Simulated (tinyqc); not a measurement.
## Threshold-voltage variability of a planar MOSFET, analytic estimates: a gate of 4 grains

Three independent sources add in quadrature: random dopants in the depleted layer, metal-gate grains of two orientations, and roughness of the two gate edges acting through the roll-off VT = VT(long) - Vr exp(-L/l). These are first-order estimates: no three-dimensional electrostatics, no percolation.

Each of 4 equal grains has the higher work function with probability p; the threshold shift is dW (j/4 - p) for j such grains, and the off current changes by exp(-shift/(n Vt)).

Inputs (values chosen for the exercise); material values close to those of germanium: temperature T = 300 K; work-function difference of the two grain orientations dW = 0.15 eV; share of the orientation of higher work function p = 0.6; subthreshold factor n = 1.39.

Constants: q = 1.602176634e-19 C, kB = 1.380649e-23 J/K, Vt = kB T/q. Results are converted to the units shown.

Distribution:
```
j  probability  shift (mV)  Ioff factor  probability x factor
0      0.02560      -90.00        12.24                0.3133
1       0.1536      -52.50        4.310                0.6621
2       0.3456      -15.00        1.518                0.5246
3       0.3456       22.50       0.5346                0.1848
4       0.1296       60.00       0.1883               0.02440
```

What does the table show?

The standard deviation is dW sqrt(p (1 - p)/4) = 36.7 mV. The mean off current is 1.71 times the nominal one; the log-normal formula exp(s^2/(2 (n Vt)^2)) gives 1.69. Devices with j = 1, 15 % of all, carry 39 % of the mean leakage.

tinyqc, about 0.01 s, one thread, Intel Xeon 2.30GHz (shared host): `OMP_NUM_THREADS=1 python tinyqc.py 2090106 2090107 out.jsonl`
